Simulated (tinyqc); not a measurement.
# Donor in an ellipsoidal valley (Kohn-Luttinger variational method), step by step

A worked calculation. Computed by tinyqc, a small Python program that keeps every step. Command: `OMP_NUM_THREADS=1 python tinyqc.py 3010484 3010485 out.jsonl kohnlutt walk`. One thread of a shared host (Intel(R) Xeon(R) Processor @ 2.30GHz), about 0.03 s of CPU time with the checks. Intermediate numbers are printed to about 6 digits and carried at full precision; extremes and crossings named in words are read from the listed rows.

H = -(d^2/dx^2 + d^2/dy^2) - gamma d^2/dz^2 - 2/r in units built on m_t, with gamma = m_t/m_l and z along the valley axis. One valley; no valley-orbit or central-cell term.

Inputs (values chosen for the exercise, modelled on germanium):

| quantity | value | unit |
|---|---|---|
| transverse mass m_t | 0.0807 | m_0 |
| longitudinal mass m_l | 1.56 | m_0 |
| dielectric constant eps | 15.6 | - |
| trial ratio b/a | 0.8 | - |
| observed depth chosen for 1s | 9.03 | meV |

Constants: Ry = 13.605693123 eV; a_0 = 0.529177210903 angstrom; h x 1 THz = 4.135667696 meV.

## Effective units

Ry* = Ry m_t/eps^2, a* = a_0 eps/m_t, gamma = m_t/m_l.

Ry* = 4.51175 meV

a* = 102.294 angstrom

gamma = 0.0517308

## Energy at a trial ratio

Trial function exp(-sqrt((x^2 + y^2)/a^2 + z^2/b^2)) with beta = b/a < 1: E = t/a^2 - u/a, t = (2 + gamma/beta^2)/3, u = 2 arcsin(sqrt(1 - beta^2))/sqrt(1 - beta^2); the best a is 2 t/u and E(beta) = -u^2/(4 t).

t = 0.693610

u = 2.14500

best a = 0.646721 a*

E(beta) = -1.65837 Ry*

## Minimum over the ratio

Golden-section search on beta from 0.05 to 0.999, 60 steps.

Search, first ten steps; c and d are the inner points:

| step | low | high | c | E(c) (Ry*) | d | E(d) (Ry*) |
|---|---|---|---|---|---|---|
| 1 | 0.050000 | 0.999000 | 0.412486 | -2.05924 | 0.636514 | -1.83902 |
| 2 | 0.050000 | 0.636514 | 0.274029 | -2.01739 | 0.412486 | -2.05924 |
| 3 | 0.274029 | 0.636514 | 0.412486 | -2.05924 | 0.498057 | -1.98952 |
| 4 | 0.274029 | 0.498057 | 0.359600 | -2.07749 | 0.412486 | -2.05924 |
| 5 | 0.274029 | 0.412486 | 0.326914 | -2.07168 | 0.359600 | -2.07749 |
| 6 | 0.326914 | 0.412486 | 0.359600 | -2.07749 | 0.379800 | -2.07383 |
| 7 | 0.326914 | 0.379800 | 0.347115 | -2.07719 | 0.359600 | -2.07749 |
| 8 | 0.347115 | 0.379800 | 0.359600 | -2.07749 | 0.367316 | -2.07666 |
| 9 | 0.347115 | 0.367316 | 0.354831 | -2.07763 | 0.359600 | -2.07749 |
| 10 | 0.347115 | 0.359600 | 0.351884 | -2.07756 | 0.354831 | -2.07763 |

best beta = 0.355093

radius a of the 1s trial function = 63.6121 angstrom

radius b of the 1s trial function = 22.5882 angstrom

1s binding energy, trial function = 9.37374 meV

The envelope is flattened along the heavy axis; beta is close to gamma^(1/3) = 0.373.

## Levels from a Gaussian basis

Gaussian basis: g = P exp(-al (x^2 + y^2) - be z^2) with P = 1 (s-like), z (2p0) or x (2p+-); al = 0.004 x 2.6^k, k = 0..11, and be/al = 1, gamma^(-1/2) or 1/gamma (36 functions); 1/r = (2/sqrt(pi)) int exp(-t^2 r^2) dt by 48 Gauss-Legendre points after t = sqrt(al_i + al_j) tan(theta); overlap eigenvalues below 1e-10 are dropped.

1s binding energy, Gaussian basis = 9.42475 meV

2p0 binding energy = 4.56614 meV

2p+- binding energy = 1.65794 meV

The two-parameter trial function recovers 99.46 % of the 1s binding of the larger basis. 2p0, with its lobes along the heavy axis, is bound 2.75 times as strongly as 2p+-.

## Optical lines and the chemical shift

With an observed depth of 1s, the lines are 1s -> 2p0 = depth - E(2p0) and 1s -> 2p+- = depth - E(2p+-); the chemical shift is depth - E(1s, Gaussian basis); 1 meV = 1 THz/4.135667696.

line 1s -> 2p0 = 4.46386 meV

line 1s -> 2p+- = 7.37206 meV

chemical shift = -0.394750 meV

frequency of the line 1s -> 2p+- = 1.78256 THz

The spacing of the two lines, 2.908 meV, does not depend on the depth, so it is the same for every donor in this host.

## Which single mass stands for the valley

A hydrogenic level is Ry m/eps^2 for one mass m; errors are against the Gaussian basis.

1s binding energy:

| rule | mass (m_0) | binding (meV) | error (%) |
|---|---|---|---|
| transverse mass | 0.08070 | 4.5117 | -52.129 |
| conductivity mass 3/(2/m_t + 1/m_l) | 0.11800 | 6.5970 | -30.004 |
| density-of-states mass (m_t^2 m_l)^(1/3) | 0.21658 | 12.1086 | 28.477 |
| longitudinal mass | 1.56000 | 87.2160 | 825.393 |
| trial function with a and b | - | 9.3737 | -0.541 |
| mass that fits 1s | 0.16858 | 9.4248 | 0.000 |

The conductivity mass, which is what a spherical trial function (a = b) gives, falls short by 30.0 %, as a restricted variational bound must; the density-of-states mass is off by +28.5 %. The mass that fits lies between the two.

## Levels against anisotropy

The trial energy is minimised over beta by golden section from 0.05 to 0.999, 60 steps.

Binding energies (Ry*):

| gamma | 1s, trial | 1s, Gaussians | 2p0 | 2p+- |
|---|---|---|---|---|
| 0.013 | 2.52888 | 2.55706 | 1.52469 | 0.398078 |
| 0.026 | 2.31248 | 2.33164 | 1.26325 | 0.384504 |
| 0.052 | 2.07579 | 2.08705 | 1.01022 | 0.367329 |
| 0.078 | 1.92997 | 1.93759 | 0.87123 | 0.355465 |
| 0.140 | 1.71347 | 1.71727 | 0.68738 | 0.335882 |
| 0.380 | 1.34099 | 1.34160 | 0.42893 | 0.295780 |
| 0.740 | 1.10242 | 1.10244 | 0.29833 | 0.264832 |

As gamma falls from 0.74 to 0.013, 1s deepens from 1.102 to 2.557 Ry*, on the way from the hydrogen value 1 to the two-dimensional limit 4; 2p+- moves from 0.265 to 0.398 (limits 1/4 and 4/9), while 2p0 climbs from 0.298 to 1.525 and joins 1s as gamma tends to 0.

Checks made by the program: the Gaussian basis at gamma = 1 against 1, 1/4 and 1/4 Ry* (relative difference 3e-05); trial function against Gaussian basis (relative difference 5e-03).
